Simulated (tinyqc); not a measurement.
What each parameter does: nanosheet or nanowire with hard walls, valleys of the Si type.

Six ellipsoidal valleys along the cube axes: inverse mass tensor w = 1/mt + (1/ml - 1/mt) a a^T with a the unit axis. Device axes: x along the channel, z = [001], y = z x x.

Hard walls around a W x H rectangle. The block w_c of w in (y, z) confines; the transport mass follows from 1/m_x = w_xx - w_xc w_c^-1 w_cx. The cross-section problem c (w_yy ky^2 + 2 w_yz ky kz + w_zz kz^2), c = hbar^2/2m0, is solved in products sin(n pi y/W) sin(l pi z/H), n, l = 1 to 12; if w_yz = 0 the levels are c pi^2 (w_yy n^2/W^2 + w_zz l^2/H^2). The w_yz term couples (n, l) to (n', l') by -2 c w_yz D_nn'(W) D_ll'(H) with D_nm(L) = 4 n m/(L (n^2 - m^2)) for n + m odd and 0 otherwise.

Without degeneracy the line density is N1 exp((EF - Ec)/kB T) with N1 = sum 2 g sqrt(m_x kB T/(4 pi c)) exp(-E/kB T), here over n, l up to 80 where w_yz = 0 and over all levels of a 12 x 12 sine basis otherwise; the classical value is W H Nc with Nc = 2 g_all (m_dos kB T/(4 pi c))^(3/2), m_dos = (ml mt^2)^(1/3); dVt = kB T ln(W H Nc/N1).

Constants: hbar^2/2m0 = 3.80998211 eV angstrom^2; kB = 8.617333262e-05 eV/K.

Values chosen for the exercise (near those of Si; not measured data): ml = 0.932 m0 (longitudinal mass); mt = 0.192 m0 (transverse mass); T = 350 K (temperature); g_all = 6 (number of valleys); channel = 110 (transport direction x on a (001) wafer); W = 250 angstrom (width, along y); H = 64 angstrom (height, along z = [001]).

E1 and E2 are the two lowest subband edges over all groups.

One parameter was then changed.

Results before and after:
```
case     E1 (eV)  E2 - E1 (meV)  m_x of lowest (m0)  dVt (mV)
base      0.0130            9.4               0.192      31.4
changed   0.0127            8.6               0.211      29.7
```

Which of these changes was made? (a) T = 320 K; (b) W = 265 angstrom; (c) H = 58 angstrom; (d) ml = 1.025 m0; (e) mt = 0.211 m0.

Answer: (e) mt = 0.211 m0. Of the candidates, run in turn, only this one gives the changed row.

All candidates:
```
case              E1 (eV)  E2 - E1 (meV)  m_x of lowest (m0)  dVt (mV)
base               0.0130            9.4               0.192      31.4
W = 265 angstrom   0.0126            8.4               0.192      31.1
H = 58 angstrom    0.0151            9.4               0.192      35.7
T = 320 K          0.0130            9.4               0.192      30.7
ml = 1.025 m0      0.0121            9.4               0.192      31.1
mt = 0.211 m0      0.0127            8.6               0.211      29.7
```

(tinyqc, `OMP_NUM_THREADS=1 python tinyqc.py 1251194 1251195 out.jsonl`, Intel(R) Xeon(R) Processor @ 2.30GHz, 1 thread, shared host, about 0.03 s.)
